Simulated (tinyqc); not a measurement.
Reverse leakage of an n+-p junction: diffusion, generation, trap-assisted and band-to-band tunnelling: two steps of the calculation.

One-sided abrupt junction in the depletion approximation, x from the junction (0) to W on the p side, field F = F0 (1 - x/W). Flat quasi-Fermi levels, long p side. Traps generate through SRH with both lifetimes shortened by 1 + Gamma (Hurkx enhancement, form for moderate fields); band-to-band generation is local and needs a total bending above Eg.

Values chosen for this exercise; band and dielectric values close to those of silicon: temperature T = 300 K; band gap Eg = 1.13 eV; acceptor density of the lighter side Na = 4.5e17 cm^-3; donor density of the heavier side Nd = 1e19 cm^-3; SRH lifetime of both carriers at zero field tau = 9e-8 s; trap level above the intrinsic level Et = 0 eV; band-to-band prefactor Ab = 5.5e14 cm^-0.5 V^-2.5 s^-1; band-to-band field constant Bb = 1.86e7 V/cm; reverse bias VR = 0.9 V.

Constants: q = 1.602176634e-19 C, kB = 1.380649e-23 J/K, Vt = kB T/q. Results are converted to the units shown.

Task 1. Generation rates across the layer. u = (Vbi + VR)(1 - x/W)^2, p = Na exp(-u/Vt), n = Nd exp((u - Vbi - VR)/Vt); G0 = ni^2 (1 - exp(-VR/Vt))/(tau (n + p + 2 ni cosh(Et/Vt))); Gamma = 2 sqrt(3 pi)(F/FG) exp((F/FG)^2); trap-assisted part G0 Gamma; G_bb = Ab F^2.5 exp(-Bb/F) with F in V/cm, zero unless Vbi + VR > Eg. 15 equal steps.

ni = 8.7825312e9 cm^-3
Vbi = 0.99801851 V
W = 73.219549 nm
F0 = 518.44583 kV/cm
FG = 383.31186 kV/cm

Find: x; F; Gamma; G0; G0 Gamma; G_bb.

Result 1.

```
point  x (nm)  F (kV/cm)   Gamma  G0 (cm^-3 s^-1)  G0 Gamma (cm^-3 s^-1)  G_bb (1e13 cm^-3 s^-1)
0        0.00      518.4   51.74          8.570e7                4.434e9                   2.794
1        4.88      483.9   38.15         1.103e12               4.208e13                   0.181
2        9.76      449.3   28.44         6.421e15               1.826e17                   0.008
3       14.64      414.8   21.42         4.870e16               1.043e18                   0.000
4       19.53      380.2   16.29         4.879e16               7.947e17                   0.000
5       24.41      345.6   12.48         4.879e16               6.091e17                   0.000
6       29.29      311.1   9.627         4.879e16               4.697e17                   0.000
7       34.17      276.5   7.453         4.775e16               3.559e17                   0.000
8       39.05      241.9   5.772         1.246e16               7.194e16                   0.000
9       43.93      207.4   4.451         2.395e14               1.066e15                   0.000
10      48.81      172.8   3.392         6.646e12               2.254e13                   0.000
11      53.69      138.3   2.522         3.525e11               8.891e11                   0.000
12      58.58      103.7   1.787         3.591e10               6.417e10                   0.000
13      63.46       69.1   1.144          7.025e9                8.036e9                   0.000
14      68.34       34.6  0.5582          2.639e9                1.473e9                   0.000
15      73.22        0.0       0          1.905e9                      0                   0.000
```

Task 2. Current components. 15 equal steps.

Each current is q times the trapezoid sum of its rate; J adds J_diff; J_bb under 1e-8 of the sum is given as 0.

```
point     x (nm)  G0 (cm^-3 s^-1)  G0 Gamma (cm^-3 s^-1)  G_bb (cm^-3 s^-1)
0       0.000000      8.5703172e7            4.4340461e9       2.7936601e13
1       4.881303     1.1031865e12           4.2081241e13       1.8127615e12
2       9.762607     6.4211657e15           1.8261245e17       7.8295164e10
3      14.643910     4.8699760e16           1.0432897e18        2.0354556e9
4      19.525213     4.8791789e16           7.9473459e17        2.7773333e7
5      24.406516     4.8791832e16           6.0908474e17        1.6423723e5
6      29.287820     4.8787689e16           4.6967060e17          319.33998
7      34.169123     4.7749680e16           3.5585510e17                 ~0
8      39.050426     1.2462521e16           7.1936764e16                 ~0
9      43.931730     2.3949510e14           1.0660834e15                 ~0
10     48.813033     6.6456458e12           2.2542855e13                 ~0
11     53.694336     3.5251768e11           8.8912568e11                 ~0
12     58.575639     3.5908426e10           6.4168594e10                 ~0
13     63.456943      7.0248044e9            8.0355179e9                 ~0
14     68.338246      2.6393491e9            1.4731716e9                 ~0
15     73.219549      1.9045149e9                      0                  0
```

J_diff = 3.0360742e-13 A/cm^2

Give: J_SRH; J_TAT; J_bb; J.

Result 2.

J_SRH = 2.0487e-8 A/cm^2
J_TAT = 2.7594e-7 A/cm^2
J_bb = 1.2405e-12 A/cm^2
J = 2.9643e-7 A/cm^2

Range of the model: The n+ side is degenerate, so Vbi from Boltzmann statistics is only a guide.

tinyqc, about 0.01 s, one thread, Intel Xeon 2.30GHz (shared host): `OMP_NUM_THREADS=1 python tinyqc.py 2290083 2290084 out.jsonl`

~0 in a residual or rate marks an entry under 1e-11 of the largest of its column.
